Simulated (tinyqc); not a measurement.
Chemical vapour deposition: Grove model, boundary layer, depletion and step coverage. Inputs raised by 2 %, one at a time. Computed by tinyqc, a small Python program. Command: `OMP_NUM_THREADS=1 python tinyqc.py 3029142 3029143 out.jsonl cvd sens`. One thread of a shared host (Intel(R) Xeon(R) Processor @ 2.30GHz), about 0.06 s of CPU time with the checks.

A precursor diffuses to the surface and reacts there at first order; each molecule that reacts adds one formula unit of film.

Inputs (values chosen for the exercise, close to those used for epitaxial silicon from a chlorosilane):
```
quantity                                           value                unit
prefactor k0 of k_s                                4e+07                cm/s
activation energy E                                 1.86                  eV
temperature T                                       1150                   C
total pressure p                                      33                torr
mole fraction of the precursor Y                  0.0018                   -
gas diffusivity D0 at 273.15 K and 760 torr         0.13              cm^2/s
film density N                                     5e+22  formula units/cm^3
precursor mass M                                   135.5                   u
trench width w                                      0.22                  um
aspect ratio of the trench                           140                   -
gas velocity U                                        24                cm/s
kinematic viscosity nu0 at 273.15 K and 760 torr    0.23              cm^2/s
susceptor length L                                    54                  cm
channel height b                                     9.8                  cm
```

Reactor: horizontal, reduced pressure.

Constants: k_B = 1.380649e-23 J/K; u = 1.6605390666e-27 kg; k_B = 8.617333262e-05 eV/K.

Method:
- k_s = k0 exp(-E/(k_B T)); C_g = Y p/(k_B T), 1 torr = 133.322 Pa; D = D0 (T/273.15)^1.75 (760/p).
- Temperatures in kelvin are T(C) + 273.15.
- Mean speed c = sqrt(8 k_B T/(pi M)); reactive sticking probability beta = 4 k_s/c.
- nu = nu0 (T/273.15)^1.75 (760/p); Re = U L/nu; mean boundary layer delta = (2/3) L/sqrt(Re), at most b/2; h_g = D/delta.
- Fluxes in series: C_s = C_g/(1 + k_s/h_g); growth rate G = k_s h_g/(k_s + h_g) C_g/N; 1 cm/s = 6e8 nm/min.
- Plug flow: U b dC/dx = -k_eff C with k_eff = k_s h_g/(k_s + h_g), so C falls as exp(-k_eff x/(U b)); the used share of the precursor is 1 - C(L)/C(0).
- In a long trench of width w and depth l = aspect ratio x w: Knudsen diffusivity D_K = (2w) c/3 (hydraulic diameter 2w), combined as 1/D_e = 1/D_K + 1/D; D_e d2C/dz2 = 2 k_s C/w with D_e dC/dz = -k_s C at the floor. With m = sqrt(2 k_s/(w D_e)): C(floor)/C(top) = 1/[cosh(m l) + (k_s/(D_e m)) sinh(m l)].

Runs; columns: (1) input moved; (2) from; (3) to; (4) growth rate G at the inlet (nm/min); (5) rate at the outlet over rate at the inlet; (6) step coverage; (7) modulus m l:
```
(1)                                                        (2)       (3)     (4)      (5)       (6)     (7)
base run                                                     -         -  25.777  0.29416  0.053013  3.6168
prefactor k0 of k_s (cm/s)                            40000000  40800000  26.039  0.29052  0.051135  3.6528
activation energy E (eV)                                  1.86    1.8972  21.801  0.35526  0.088241  3.1078
total pressure p (torr)                                     33     33.66  26.039  0.29765  0.052989  3.6173
mole fraction of the precursor Y                        0.0018  0.001836  26.292  0.29416  0.053013  3.6168
gas diffusivity D0 at 273.15 K and 760 torr (cm^2/s)      0.13    0.1326  26.024  0.29073  0.053037  3.6164
gas velocity U (cm/s)                                       24     24.48  25.777  0.30131  0.053013  3.6168
aspect ratio of the trench                                 140     142.8  25.777  0.29416  0.049319  3.6892
```

Exponents ln(y'/y) / ln(x'/x):
```
input                                        growth rate G at the inlet  rate at the outlet over rate at the inlet  step coverage  modulus m l
prefactor k0 of k_s                                               0.512                                     -0.630         -1.821        0.500
activation energy E                                              -8.458                                      9.529         25.730       -7.659
total pressure p                                                  0.512                                      0.594         -0.023        0.006
mole fraction of the precursor Y                                  1.000                                      0.000          0.000        0.000
gas diffusivity D0 at 273.15 K and 760 torr                       0.483                                     -0.594          0.023       -0.006
gas velocity U                                                    0.000                                      1.212          0.000        0.000
aspect ratio of the trench                                        0.000                                      0.000         -3.648        1.000
```

To which inputs is each result most sensitive?

Among the inputs moved here: growth rate G at the inlet answers most in size to activation energy E (exponent -8.458), next to mole fraction of the precursor Y (+1.000); its exponent is below 0.0005 for gas velocity U, aspect ratio of the trench. Its exponent +1.000 in mole fraction of the precursor Y: first-order kinetics. Its exponent 0.000 in gas velocity U: the rate does not feel the flow. Rate at the outlet over rate at the inlet answers most in size to activation energy E (exponent +9.529), next to gas velocity U (+1.212); its exponent is below 0.0005 for mole fraction of the precursor Y, aspect ratio of the trench. Step coverage answers most in size to activation energy E (exponent +25.730), next to aspect ratio of the trench (-3.648); its exponent is below 0.0005 for mole fraction of the precursor Y, gas velocity U. modulus m l answers most in size to activation energy E (exponent -7.659), next to aspect ratio of the trench (+1.000); its exponent is below 0.0005 for mole fraction of the precursor Y, gas velocity U. Its exponent +1.000 in aspect ratio of the trench: the modulus is proportional to depth.

Caution (all rows): the boundary layer is capped at b/2, so U, L and nu no longer affect h_g. Caution (all rows): the hydraulic-diameter form of D_K is rough for a slit.
